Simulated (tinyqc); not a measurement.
From results back to parameters: two-band tight binding of a puckered layer.

Problem. In the two-band model of a puckered layer with hoppings t1 to t5, along y the masses are c/(gy + ey) for electrons and c/(gy - ey) for holes, with gy = -ay^2 (t1 + t3)/4, ey = -t4 ay^2/2, c = hbar^2/2m0; the gap is 2 (t2 + 2 t1 + 2 t3 + t5). The values below come from hidden hoppings.

Constants: hbar^2/2m0 = 3.80998211 eV angstrom^2.

Inputs chosen for the exercise (out of a larger set: near a published set for monolayer black phosphorus; not measured data): ay = 3.32 angstrom (period along y (zigzag)).

masses along y (m0): electron 0.844098, hole 1.154117

gap = 1.4380 eV

Find: t1 + t3, t4, t2 + t5.

Solution. The mean of c/m gives gy and half the difference ey; the gap then gives t2 + t5.

t1 + t3, t4, t2 + t5 (eV): -1.418  -0.110  3.555

Run: tinyqc, `OMP_NUM_THREADS=1 python tinyqc.py 1450731 1450732 out.jsonl`; Intel(R) Xeon(R) Processor @ 2.30GHz, one thread, shared host; about 0.01 s of CPU time with all checks.
